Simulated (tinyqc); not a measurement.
LCCD on RHF in the sto-3g basis, frozen core, for BeH2, spin multiplicity 1, step by step. One step of it, computed by the program tinyqc.

Task: LCCD: starting amplitudes. t_ij^ab = <ij||ab> / (e_i + e_j - e_a - e_b), whose energy is MP2.

orbital energies (hartree): MO1 -4.519415, MO2 -0.458667, MO3 -0.422556, MO4 0.211698, MO5 0.211698, MO6 0.464155, MO7 0.952314

Two-electron integrals over orbitals (pq|rs), unique and non-zero (hartree); the lowest 1 orbital is frozen and left out:
```
(22|22) 0.401009    (32|22) -0.017783   (32|32) 0.162882    (33|22) 0.410846
(33|32) 0.014829    (33|33) 0.437108    (42|42) 0.049422    (43|42) 0.001636
(43|43) 0.014792    (44|22) 0.369668    (44|32) -0.000109   (44|33) 0.357042
(44|44) 0.449859    (52|52) 0.049422    (53|52) 0.001636    (53|53) 0.014792
(54|54) 0.024249    (55|22) 0.369668    (55|32) -0.000109   (55|33) 0.357042
(55|44) 0.401360    (55|55) 0.449859    (62|22) -0.025416   (62|32) 0.005330
(62|33) -0.047348   (62|44) 0.051744    (62|55) 0.051744    (62|62) 0.077424
(63|22) 0.008715    (63|32) -0.094164   (63|33) -0.011735   (63|44) 0.004031
(63|55) 0.004031    (63|62) 0.001521    (63|63) 0.083597    (64|42) 0.047368
(64|43) 0.002546    (64|64) 0.050920    (65|52) 0.047368    (65|53) 0.002546
(65|65) 0.050920    (66|22) 0.397182    (66|32) 0.002507    (66|33) 0.408780
(66|44) 0.367704    (66|55) 0.367704    (66|62) -0.034990   (66|63) -0.004021
(66|66) 0.412272    (72|22) 0.005639    (72|32) -0.044294   (72|33) -0.002211
(72|44) -0.003031   (72|55) -0.003031   (72|62) -0.006900   (72|63) 0.060833
(72|66) 0.000881    (72|72) 0.056793    (73|22) -0.005961   (73|32) 0.000027
(73|33) -0.021209   (73|44) 0.058845    (73|55) 0.058845    (73|62) 0.072533
(73|63) 0.006821    (73|66) -0.026559   (73|72) -0.002708   (73|73) 0.082105
(74|42) -0.001383   (74|43) 0.013725    (74|64) -0.000497   (74|74) 0.016535
(75|52) -0.001383   (75|53) 0.013725    (75|65) -0.000497   (75|75) 0.016535
(76|22) -0.014419   (76|32) 0.142110    (76|33) 0.014546    (76|44) -0.000177
(76|55) -0.000177   (76|62) 0.004149    (76|63) -0.095389   (76|66) 0.003415
(76|72) -0.055945   (76|73) -0.001046   (76|76) 0.140757    (77|22) 0.429358
(77|32) -0.004751   (77|33) 0.447307    (77|44) 0.391478    (77|55) 0.391478
(77|62) -0.037218   (77|63) 0.001027    (77|66) 0.436530    (77|72) 0.003382
(77|73) -0.011408   (77|76) -0.003014   (77|77) 0.489888
```

Give: Starting amplitudes; correlation energy.

Result:

Starting amplitudes (spin orbitals 1a, 1b, ...; amplitudes related by a flip of all spins are not repeated):
```
from      to          t
3a 3b  6a 6b     -0.047
2a 2b  6a 6b     -0.042
2a 2b  4a 4b     -0.037
2a 2b  5a 5b     -0.037
2a 3b  6a 7b     -0.032
3a 3b  7a 7b     -0.030
2a 3b  6b 7a      0.026
2a 2b  7a 7b     -0.020
3a 3b  4a 4b     -0.012
3a 3b  5a 5b     -0.012
2a 3a  6a 7a     -0.005
3a 3b  6a 7b  -3.02e-03
2a 2b  6a 7b   2.96e-03
2a 3b  4a 4b  -1.25e-03
2a 3b  5a 5b  -1.25e-03
2a 3b  7a 7b   9.72e-04
2a 3b  6a 6b  -8.41e-04
```

correlation energy = -0.02279 hartree
